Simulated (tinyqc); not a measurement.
Thickness: WKB tunnelling through a gate dielectric with a two-band (Franz) dispersion.

At depth x the conduction edge lies u(x) = phi - V x/t above the electron. Parabolic: kappa = sqrt(m u/c). Franz: kappa = sqrt(m u (1 - u/Eg)/c), which vanishes at both band edges. c = hbar^2/2m0. T = exp(-2 integral of kappa dx) over the region u > 0; no image force, no prefactor, zero transverse momentum. The region ends at x_e = min(t, phi t/V); x_e < t is the Fowler-Nordheim regime.

Constants: hbar^2/2m0 = 3.80998211 eV angstrom^2.

Values chosen for the exercise (of the size used for HfO2 on silicon; not measured data): Eg = 5.7 eV (gap of the dielectric); phi = 1.58 eV (barrier above the electron energy at the emitter); m = 0.19 m0 (mass at the conduction edge); V = 0.5 V (voltage across the layer).

The same voltage across layers of other thickness. The last column is the thickness that changes T by a factor of ten, ln(10)/(2 I/t).

Transmission:
```
t (angstrom)  field (MV/cm)  T parabolic   T Franz  angstrom per decade, Franz
8                      6.25       0.0163    0.0274                       5.118
10                     5.00      0.00584    0.0111                       5.118
12                     4.17      0.00209   0.00452                       5.118
15                     3.33     0.000446   0.00117                       5.118
20                     2.50     3.41e-05  0.000124                       5.118
25                     2.00     2.61e-06  1.31e-05                       5.118
30                     1.67     1.99e-07  1.38e-06                       5.118
40                     1.25     1.16e-09  1.53e-08                       5.118
```

What can be read from this table?

At fixed voltage the exponent is proportional to t: T falls tenfold for each 5.12 angstrom. The ratio of Franz to parabolic grows with t, from 1.67 at 8 to 13.2 at 40 angstrom.

Computed by tinyqc, a small Python program: `OMP_NUM_THREADS=1 python tinyqc.py 1482026 1482027 out.jsonl` (the numbers bound the seed that draws the inputs); one thread of a shared host (Intel(R) Xeon(R) Processor @ 2.30GHz), about 0.01 s for the whole set of steps.
